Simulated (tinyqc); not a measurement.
Effective charge: two electrons on one impurity (helium-like model).

Units Ha* = 2 Ry m/eps^2 and a* = a0 eps/m. One electron is bound by Z^2/2. Two electrons in the singlet built from exp(-a r) and exp(-b r): S = 8 (ab)^(3/2)/(a + b)^3, h_aa = a^2/2 - Z a, h_bb alike, h_ab = S (ab/2 - Z (a + b)/2), J = ab (a^2 + 3ab + b^2)/(a + b)^3, K = 20 (ab)^3/(a + b)^5, E = (h_aa + h_bb + 2 S h_ab + J + K)/(1 + S^2). For a = b this is a^2 - 2 Z a + 5a/8. Real double donors are deeper, since the central cell is left out.

Values chosen for the exercise (out of a larger set: near those of impurities in Si; not measured data):
- m = 0.324 m0 (one mean mass)
- eps = 11.8 (dielectric constant)
- Zs = (0.98, 1.05, 1.24, 1.48, 1.91, 2.73, 3.9) (charges)

Ha* = 63.3187 meV

Binding of the first electron, of the second (-E - Z^2/2) with equal and with unequal orbitals, and U, the first less the second (unequal).

Results (meV):

| Z | first | second, equal | second, unequal | a/b | U | U/(Z Ha*) |
|---|---|---|---|---|---|---|
| 0.98 | 30.4 | -2.19 | 0.45 | 3.92 | 30.0 | 0.483 |
| 1.05 | 34.9 | -0.46 | 1.97 | 3.25 | 32.9 | 0.495 |
| 1.24 | 48.7 | 5.79 | 7.92 | 2.55 | 40.8 | 0.519 |
| 1.48 | 69.3 | 16.96 | 18.91 | 2.18 | 50.4 | 0.538 |
| 1.91 | 115.5 | 46.09 | 47.89 | 1.88 | 67.6 | 0.559 |
| 2.73 | 236.0 | 134.10 | 135.77 | 1.63 | 100.2 | 0.580 |
| 3.90 | 481.5 | 333.38 | 334.99 | 1.48 | 146.5 | 0.593 |

Equal orbitals bind a second electron only above Z = (5/16)/(1 - 1/sqrt2) = 1.067; unequal ones do so in 7 of the 7 rows. Their gain is 2.65 meV in the first row and 1.61 in the last, while the second binding grows to 335 meV, so the gain decides the matter only near Z = 1. U grows almost linearly with Z: U/(Z Ha*) goes from 0.483 to 0.593, towards 5/8, while the first binding grows as Z^2. Angular correlation is left out: at Z = 1 this function binds the second electron by 0.0133 Ha*, half the exact 0.0278.

(tinyqc, `OMP_NUM_THREADS=1 python tinyqc.py 1250758 1250759 out.jsonl`, Intel(R) Xeon(R) Processor @ 2.30GHz, 1 thread, shared host, about 0.04 s.)
